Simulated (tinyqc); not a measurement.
Trap density and scattering coefficient from 1/f noise.

Problem. f S = K0 (1 + ac mu Cox I/gm)^2 with K0 = q^2 Vt lt Nt/(W L Cox^2), Vt in eV and Nt per eV. Find K0, Nt and ac.

Values chosen for this exercise:

| symbol | value | unit | meaning |
|---|---|---|---|
| T | 300 | K | temperature |
| L | 40 | nm | gate length |
| W | 5 | um | total gate width |
| Cox | 1.62 | uF/cm^2 | gate capacitance |
| mu | 120 | cm^2/(V s) | mobility |
| lt | 0.1 | nm | tunnelling length into the oxide |

Constants: q = 1.602176634e-19 C, kB = 1.380649e-23 J/K, Vt = kB T/q. Results are converted to the units shown.

I/gm at two biases (V): [0.0396113231, 0.403157456]
f S at these biases (V^2): [9.88572509e-10, 1.13209871e-9]

Answer. sqrt(f S) is linear in I/gm: the intercept is sqrt(K0), and slope over intercept is ac mu Cox.

K0 = 9.735e-10 V^2
Nt = 7.700e17 cm^-3 eV^-1
ac = 1000 V s/C

tinyqc, about 0.01 s, one thread, Intel Xeon 2.30GHz (shared host): `OMP_NUM_THREADS=1 python tinyqc.py 2150136 2150137 out.jsonl`
